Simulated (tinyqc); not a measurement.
# CMOS inverter, nodal equation and switching: effect of the slope factor

An n-channel pull-down (bn, VTn) and a p-channel pull-up (bp, VTp) share the input Vin and the output node Vout, which carries the load C. Transistor (EKV form, voltages against the body): I = 2 n b Vt^2 [F(vp - Vs) - F(vp - Vd)] from drain to source, F(v) = ln^2(1 + exp(v/(2 Vt))), vp = (Vg - VT + sg |Vd - Vs|)/n. n-channel bodies are at 0; for the p-channel device all voltages are counted down from Vdd. b in uA/V^2 gives I in uA. Static: In = Ip. Transient: C dVout/dt = Ip - In. No velocity saturation, no gate capacitance beyond C.

VM solves In = Ip with Vin = Vout; VIL and VIH are the inputs of gain -1, NML = VIL - Vout(VIH), NMH = Vout(VIL) - VIH. For a step input the delay to Vdd/2 is tHL = C times the integral of dV/(In - Ip) from Vdd/2 to Vdd at Vin = Vdd, and tLH likewise with Ip - In from 0 to Vdd/2 at Vin = 0.

Parameters, values chosen for the exercise:
- T = 300 K (temperature)
- Vdd = 0.5 V (supply voltage)
- sg = 0.051 (drain-induced barrier lowering)
- VTn = 0.36 V (n-channel threshold)
- VTp = 0.32 V (p-channel threshold (magnitude))
- bn = 670 uA/V^2 (gain factor of the pull-down transistor)
- bp = 870 uA/V^2 (gain factor of the pull-up transistor)
- C = 4.8 fF (load capacitance)

Constants: q = 1.602176634e-19 C, kB = 1.380649e-23 J/K, Vt = kB T/q. Results are converted to the units shown.

Effect of the slope factor:
```
n    VM (V)  gain at VM  NML (V)  NMH (V)  tHL (ps)  tLH (ps)
1    0.2726      -19.56   0.2341   0.1867     137.6     68.93
1.1  0.2730      -19.56   0.2327   0.1844     149.5     75.35
1.2  0.2734      -19.55   0.2314   0.1822     160.6     81.56
1.3  0.2738      -19.54   0.2301   0.1801     171.0     87.54
1.4  0.2742      -19.53   0.2289   0.1781     180.6     93.25
1.5  0.2746      -19.52   0.2278   0.1761     189.5     98.69
1.6  0.2751      -19.51   0.2268   0.1742     197.6     103.8
```

As n goes from 1 to 1.6, VM rises from 0.273 to 0.275 V, the size of the gain stays near 19.5, tHL rises from 138 to 198 ps and tLH rises from 68.9 to 104 ps. The smaller margin is largest, 0.187 V, at n = 1 among the rows.

Computed by the program tinyqc: `OMP_NUM_THREADS=1 python tinyqc.py 2340169 2340170 out.jsonl`, one thread of a shared Intel Xeon 2.30GHz, about 0.06 s for the whole run.
